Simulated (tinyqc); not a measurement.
Precursor delivery by bubblers, mass-transport growth and the solid composition of a III-V alloy. Inputs raised by 10 %, one at a time. Computed by tinyqc, a small Python program. Command: `OMP_NUM_THREADS=1 python tinyqc.py 3015625 3015626 out.jsonl movpe_thermo sens`. One thread of a shared host (Intel(R) Xeon(R) Processor @ 2.30GHz), about 0.01 s of CPU time with the checks.

1 sccm = 44.615 micromol/min; 1 torr = 133.322 Pa. The sources decompose fully at the surface.

Inputs (values chosen for the exercise, modelled on trimethylgallium (source 1) and trimethylindium (source 2) for the vapour pressures):
```
quantity,value,unit
bath temperature T1,267,K
bath temperature T2,289,K
bubbler pressure p_b,1000,torr
carrier flow F1,19,sccm
carrier flow F2,53,sccm
total flow F_t,17,slm
group-V flow F_V,32,sccm
reactor pressure p,200,torr
growth temperature T,1070,K
diffusivity at 273 K and 760 torr,0.43,cm^2/s
flow cross-section A,49,cm^2
distance from the leading edge z,12,cm
lattice constant a,5.56,angstrom
interaction L0 of the solid,10.3,kJ/mol
"log10 of p_B,eq over pure BC at 1000 K and 1 torr of group V (exaggerated: liquid indium has about -4.1)",-2.5,log10 torr
enthalpy of that equilibrium H,346,kJ/mol
```

Alloy: mixing on the group-III sites, with desorption of B.

constants a, b of source 1 (log10 torr, K): [8.085, 1703]

constants a, b of source 2 (log10 torr, K): [10.51, 3014]

Constants: k_B = 1.380649e-23 J/K; R = 8.314462618 J/(mol K).

Method:
- log10 p_v = a - b/T_bath; molar flow = F x 44.615 x p_v/(p_b - p_v) for a saturated bubbler.
- p_i = p n_i/(44615 F_t), F_t in slm; p_V = p F_V/(1000 F_t), counted per molecule supplied; V/III = 44.615 F_V/(n1 + n2); vapour fraction of source 2 = n2/(n1 + n2).
- Mean velocity u = (F_t/A)(760/p)(T/273); D = D0 (T/273)^1.75 (760/p); boundary layer delta = sqrt(pi D z/u); flux = D dp/(delta k_B T); growth rate = flux x a^3/4.
- A sticks fully. B desorbs: its surface pressure is p_B* = x gamma_B K/sqrt(p_V), ln gamma_B = L0 (1 - x)^2/(R T), K = 10^(log10 K at 1000 K) exp[-(H/R)(1/T - 1/1000)], p_V in torr. With equal diffusivities x = (p_2 - p_B*)/(p_1 + p_2 - p_B*). Growth rate = rate per torr x p_1/(1 - x).

Runs:
```
input moved,from,to,molar flow 1 (micromol/min),V/III ratio,vapour fraction of source 2,"share of B incorporated, 1 - p_B*/p_2"
base run,-,-,45.462,29.550,0.059039,0.046245
bubbler pressure p_b (torr),1000,1100,41.128,32.654,0.059304,0.041989
carrier flow F1 (sccm),19,20.9,50.008,27.009,0.053962,0.050633
carrier flow F2 (sccm),53,58.3,45.462,29.377,0.064562,0.046288
group-V flow F_V (sccm),32,35.2,45.462,32.505,0.059039,0.048414
reactor pressure p (torr),200,220,45.462,29.550,0.059039,0.053047
growth temperature T (K),1070,1177,45.462,29.550,0.059039,0.001553
distance from the leading edge z (cm),12,13.2,45.462,29.550,0.059039,0.046245
```

Exponents ln(y'/y) / ln(x'/x):
```
input,molar flow 1,V/III ratio,vapour fraction of source 2,"share of B incorporated, 1 - p_B*/p_2"
bubbler pressure p_b,-1.051,1.048,0.047,-1.013
carrier flow F1,1.000,-0.944,-0.944,0.951
carrier flow F2,0.000,-0.062,0.938,0.010
group-V flow F_V,0.000,1.000,0.000,0.481
reactor pressure p,0.000,0.000,0.000,1.440
growth temperature T,0.000,0.000,0.000,-35.609
distance from the leading edge z,0.000,0.000,0.000,0.000
```

To which inputs is each result most sensitive?

Among the inputs moved here: molar flow 1 answers most in size to bubbler pressure p_b (exponent -1.051), next to carrier flow F1 (+1.000); its exponent is below 0.0005 for carrier flow F2, group-V flow F_V, reactor pressure p, growth temperature T, distance from the leading edge z. V/III ratio answers most in size to bubbler pressure p_b (exponent +1.048), next to group-V flow F_V (+1.000); its exponent is below 0.0005 for reactor pressure p, growth temperature T, distance from the leading edge z. Vapour fraction of source 2 answers most in size to carrier flow F1 (exponent -0.944), and about equally to carrier flow F2 (+0.938); its exponent is below 0.0005 for group-V flow F_V, reactor pressure p, growth temperature T, distance from the leading edge z. Share of B incorporated, 1 - p_B*/p_2 answers most in size to growth temperature T (exponent -35.609), next to reactor pressure p (+1.440); its exponent is below 0.0005 for distance from the leading edge z.

Caution (all rows): the boundary layer is a quarter or more of the root of the cross-section, so it fills much of the channel and depletion along the flow matters.

Extremes, crossings and ranges named in words are read from the listed rows.
